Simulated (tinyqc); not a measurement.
Spin coating of a resist or spin-on film: centrifugal thinning, evaporation and the final thickness (Emslie and Meyerhofer models): one step, computed by the program tinyqc.

A Newtonian film stays uniform over the wafer; solvent and solids have the same density and the concentration is uniform through the thickness.

Problem. The two-stage estimate. Meyerhofer estimate: flow rules until (1 - c0) K h^3 = e, then evaporation alone: h_w = (e/((1 - c0) K))^(1/3), dry film c0 h_w.

Inputs (values chosen for the exercise, of the order of those of a polymer resist in an ester solvent): solids volume fraction c0 = 0.17.

evaporation rate e = 0.07353911 micrometre/s

flow constant K = 8.811122e-04 1/(micrometre^2 s)

Give: wet thickness h_w; dry film, estimate; drying time (1 - c0) h_w/e.

Solution.

wet thickness h_w = 4.650 micrometre

dry film, estimate = 790.5 nm

drying time (1 - c0) h_w/e = 52.48 s
